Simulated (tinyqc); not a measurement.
From junction depth x_j back to length scale l: sheet resistance and Hall data of a diffused or implanted layer. Computed by tinyqc, a small Python program. Command: `OMP_NUM_THREADS=1 python tinyqc.py 3002602 3002603 out.jsonl layer inv`. One thread of a shared host (Intel(R) Xeon(R) Processor @ 2.30GHz), about 0.02 s of CPU time with the checks.

Carriers are taken equal to the net active doping down to the junction (full ionisation, which deep dopants in wide-gap hosts do not reach; no spill-over, no depletion), and the Hall factor is 1.

Inputs (values chosen for the exercise, modelled on donors in germanium): peak concentration N_0 = 1.3e+20 1/cm^3; background doping N_B (opposite type) = 2.8e+15 1/cm^3.

Profile: Gaussian at the surface. Activation: limited by solubility.

Method. N(x) = N_0 exp(-x^2/l^2), dose N_0 l sqrt(pi)/2, junction x_j = l sqrt(ln(N_0/N_B)).

Task: A run gave the result below. Find the length scale l, known to lie between 48 and 93 nm.

junction depth x_j = 238.2821 nm

Result:

Each step takes the trial c = (a f_b - b f_a)/(f_b - f_a), f being the result less the target and a, b, c the logarithms of the listed values; c replaces end b, the old b replaces a if the sign of f changed, and otherwise f_a is halved.

Scan of the range:
```
length scale l (nm)  junction depth x_j (nm)
48.0                                 157.347
53.6                                 175.704
59.8                                 196.028
66.8                                 218.974
74.6                                 244.543
83.3                                 273.062
93.0                                 304.859
```

False position (Illinois rule, in the logarithm of the input) inside the bracket:
```
step    end a    end b    trial  junction depth x_j (nm)
1     66.8000  74.6000  72.6096                  238.019
2     74.6000  72.6096  72.6890                  238.279
3     74.6000  72.6890  72.6910                  238.285
4     72.6890  72.6910  72.6900                  238.282
```

Junction depth x_j rises at every point of a 13-point scan of the range (every second point is shown), so one value fits; it is bracketed by 66.8 and 74.6. The scan shows a pure power law with exponent 1.000, so scaling from any one row also gives the answer directly. Answer: length scale l = 72.69 nm.
